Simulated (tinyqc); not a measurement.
CIS on RHF in the 6-31g basis, for H2, spin multiplicity 1, step by step. Computed by tinyqc, a small Python program that keeps every step (integrals from PySCF). Settings: charge = 0, multiplicity = 1, basis = 6-31g, method = RHF, energy threshold = 1e-10, iteration cap = 90, orthogonalisation = symmetric, start = core, DIIS depth = 6. Command: `OMP_NUM_THREADS=1 python tinyqc.py 23142 23143 out.jsonl` (the two numbers bound the seeds that draw the settings). One thread of a shared host (Intel(R) Xeon(R) Processor @ 2.60GHz), about 0.05 s of CPU time with the checks. The early iterations of the SCF are left out here.

## One-electron integrals

Geometry (angstrom):

| atom | x | y | z |
|---|---|---|---|
| H | 0.00000 | 0.00000 | 0.00000 |
| H | 0.00000 | 0.00000 | 1.05800 |

Basis 6-31g: exponents (1/bohr^2) and contraction coefficients of normalised primitives:

| element | l (shell) | exponent | coefficient |
|---|---|---|---|
| H | s (1) | 18.73114 | 0.03349 |
| H | s (1) | 2.82539 | 0.23473 |
| H | s (1) | 0.64012 | 0.81376 |
| H | s (2) | 0.16128 | 1.00000 |

Overlap, kinetic and nuclear-attraction integrals over the contracted functions; the nuclear repulsion is the sum of Za Zb / Rab.

nuclear repulsion = 0.5001675 hartree

overlap S, lower triangle:
```
         1H 1s    1H 2s    2H 1s    2H 2s
1H 1s  1.00000
1H 2s  0.65829  1.00000
2H 1s  0.21784  0.38931  1.00000
2H 2s  0.38931  0.72445  0.65829  1.00000
```

kinetic energy T (hartree), lower triangle:
```
         1H 1s    1H 2s    2H 1s    2H 2s
1H 1s  1.39568
1H 2s  0.25974  0.24192
2H 1s  0.00269  0.09952  1.39568
2H 2s  0.09952  0.13760  0.25974  0.24192
```

nuclear attraction V (hartree), lower triangle:
```
          1H 1s     1H 2s     2H 1s     2H 2s
1H 1s  -2.15294
1H 2s  -1.06825  -1.08685
2H 1s  -0.41245  -0.64995  -2.15294
2H 2s  -0.64995  -0.83772  -1.06825  -1.08685
```

core Hamiltonian H = T + V (hartree), lower triangle:
```
          1H 1s     1H 2s     2H 1s     2H 2s
1H 1s  -0.75726
1H 2s  -0.80851  -0.84493
2H 1s  -0.40976  -0.55043  -0.75726
2H 2s  -0.55043  -0.70012  -0.80851  -0.84493
```

## Two-electron integrals

Functions are numbered as in S; the eight-fold symmetry (ij|kl) = (ji|kl) = (kl|ij) leaves the list below.

Two-electron integrals (ij|kl) in chemists' order, unique and non-zero (hartree):
```
(11|11) 1.07657   (21|11) 0.57847   (21|21) 0.32942   (22|11) 0.58740
(22|21) 0.36130   (22|22) 0.45315   (31|11) 0.17251   (31|21) 0.10111
(31|22) 0.11543   (31|31) 0.04393   (32|11) 0.21850   (32|21) 0.13679
(32|22) 0.17575   (32|31) 0.06523   (32|32) 0.11412   (33|11) 0.49371
(33|21) 0.31786   (33|22) 0.42935   (33|31) 0.17251   (33|32) 0.33194
(33|33) 1.07657   (41|11) 0.33194   (41|21) 0.19035   (41|22) 0.21108
(41|31) 0.06523   (41|32) 0.09093   (41|33) 0.21850   (41|41) 0.11412
(42|11) 0.38995   (42|21) 0.24243   (42|22) 0.31147   (42|31) 0.09080
(42|32) 0.14967   (42|33) 0.38995   (42|41) 0.14967   (42|42) 0.23783
(43|11) 0.31786   (43|21) 0.20315   (43|22) 0.27340   (43|31) 0.10111
(43|32) 0.19035   (43|33) 0.57847   (43|41) 0.13679   (43|42) 0.24243
(43|43) 0.32942   (44|11) 0.42935   (44|21) 0.27340   (44|22) 0.37204
(44|31) 0.11543   (44|32) 0.21108   (44|33) 0.58740   (44|41) 0.17575
(44|42) 0.31147   (44|43) 0.36130   (44|44) 0.45315
```

## Orthogonalisation

S = U s U^T; symmetric (Loewdin) form X = U s^(-1/2) U^T, so that X^T S X = 1.

eigenvalues of S: 0.15937  0.39336  0.89834  2.54894

X, lower triangle:
```
          1H 1s     1H 2s     2H 1s    2H 2s
1H 1s   1.25358
1H 2s  -0.49911   1.63681
2H 1s  -0.02942   0.02863   1.25358
2H 2s   0.02863  -0.64017  -0.49911  1.63681
```

## Iteration 8 (converged): orbitals

converged F (hartree), lower triangle:
```
          1H 1s     1H 2s     2H 1s     2H 2s
1H 1s   0.10347
1H 2s  -0.41680  -0.30520
2H 1s  -0.38788  -0.40102   0.10347
2H 2s  -0.40102  -0.35584  -0.41680  -0.30520
```

Diagonalise F' = X^T F X, C = X C', fill 1 alpha and 1 beta electrons from the bottom; D = 2 C_occ C_occ^T. Each column has its largest component positive (the first on a tie).

F' = X^T F X (hartree), lower triangle:
```
          1         2         3        4
1   0.60689
2  -0.57452   0.24235
3  -0.23738  -0.13051   0.60689
4  -0.13051  -0.19495  -0.57452  0.24235
```

orbital energies (hartree): MO1 -0.51474, MO2 0.15236, MO3 0.93165, MO4 1.12920

coefficients C:
```
           MO1       MO2       MO3       MO4
1H 1s  0.27952   0.17591   0.88421  -0.96507
1H 2s  0.34362   1.15350  -0.69946   1.18364
2H 1s  0.27952  -0.17591   0.88421   0.96507
2H 2s  0.34362  -1.15350  -0.69946  -1.18364
```

D after iteration 8, lower triangle:
```
         1H 1s    1H 2s    2H 1s    2H 2s
1H 1s  0.15626
1H 2s  0.19209  0.23615
2H 1s  0.15626  0.19209  0.15626
2H 2s  0.19209  0.23615  0.19209  0.23615
```

## Convergence

Stop when the energy changes by less than 1e-10 hartree and every element of the error matrix X^T (F D S - S D F) X is below 3e-06.

Course of the cycle:

| iteration | E (hartree) | change | largest element of the error matrix |
|---|---|---|---|
| 1 | -1.0516253 | - | 1.39e-01 |
| 2 | -1.0830862 | -3.15e-02 | 2.20e-02 |
| 3 | -1.0838791 | -7.93e-04 | 4.34e-05 |
| 4 | -1.0838791 | -2.57e-09 | 1.77e-05 |
| 5 | -1.0838791 | -3.10e-10 | 1.11e-05 |
| 6 | -1.0838791 | -9.46e-11 | 8.09e-06 |
| 7 | -1.0838791 | -4.08e-11 | 6.36e-06 |
| 8 | -1.0838791 | -6.62e-11 | 3.78e-09 |

PySCF RHF in the same basis = -1.0838791 hartree

Converged in 8 iterations.

## Integrals over molecular orbitals

(pq|rs) = sum C_ip C_jq C_kr C_ls (ij|kl), one index at a time.

one-electron integrals over orbitals h = C^T H C (hartree), lower triangle:
```
          1         2        3        4
1  -1.06931
2   0.00000  -0.61634
3  -0.12857   0.00000  0.02522
4   0.00000   0.18969  0.00000  0.12616
```

Two-electron integrals over orbitals (pq|rs), unique and non-zero (hartree):
```
(11|11) 0.55457    (21|21) 0.11180    (22|11) 0.44025    (22|22) 0.40330
(31|11) 0.12857    (31|22) 0.07061    (31|31) 0.09138    (32|21) 0.01569
(32|32) 0.03920    (33|11) 0.49890    (33|22) 0.40574    (33|31) 0.11802
(33|33) 0.47454    (41|21) -0.07993   (41|32) -0.05239   (41|41) 0.10588
(42|11) -0.13481   (42|22) -0.07480   (42|31) -0.08104   (42|33) -0.12093
(42|42) 0.08356    (43|21) -0.12492   (43|32) -0.04416   (43|41) 0.12411
(43|43) 0.17925    (44|11) 0.55446    (44|22) 0.44766    (44|31) 0.16453
(44|33) 0.52706    (44|42) -0.15999   (44|44) 0.61292
```

## CIS matrix, singlets

A(ia,jb) = (e_a - e_i) d_ij d_ab + 2 (ia|jb) - (ij|ab).

CIS matrix A, singlet (hartree), lower triangle:
```
          1>2      1>3      1>4
1>2   0.45046
1>3   0.00000  1.13024
1>4  -0.02504  0.00000  1.30125
```

## CIS singlet states

dipole integrals <i|r|a> (bohr):
```
           x        y         z
1>2  0.00000  0.00000  -1.26658
1>3  0.00000  0.00000   0.00000
1>4  0.00000  0.00000   0.05110
```

Diagonalise A (1 hartree = 27.211386 eV); each vector has its largest component positive (the first on a tie). The transition dipole is mu = sqrt2 sum c_ia <i|r|a>.

singlet excitation energies (eV): 12.23760  30.75537  35.42874

lowest vectors:
```
     state 1  state 2   state 3
1>2  0.99957  0.00000  -0.02940
1>3  0.00000  1.00000   0.00000
1>4  0.02940  0.00000   0.99957
```

oscillator strengths 2/3 w |mu|^2: 0.95884  0.00000  0.01354

## CIS matrix, triplets

A(ia,jb) = (e_a - e_i) d_ij d_ab - (ij|ab).

CIS matrix A, triplet (hartree), lower triangle:
```
         1>2      1>3      1>4
1>2  0.22685
1>3  0.00000  0.94749
1>4  0.13481  0.00000  1.08948
```

## CIS triplet states

Diagonalise A (1 hartree = 27.211386 eV); each vector has its largest component positive (the first on a tie).

triplet excitation energies (eV): 5.61299  25.78239  30.20609

lowest vectors:
```
      state 1  state 2  state 3
1>2   0.98855  0.00000  0.15089
1>3   0.00000  1.00000  0.00000
1>4  -0.15089  0.00000  0.98855
```
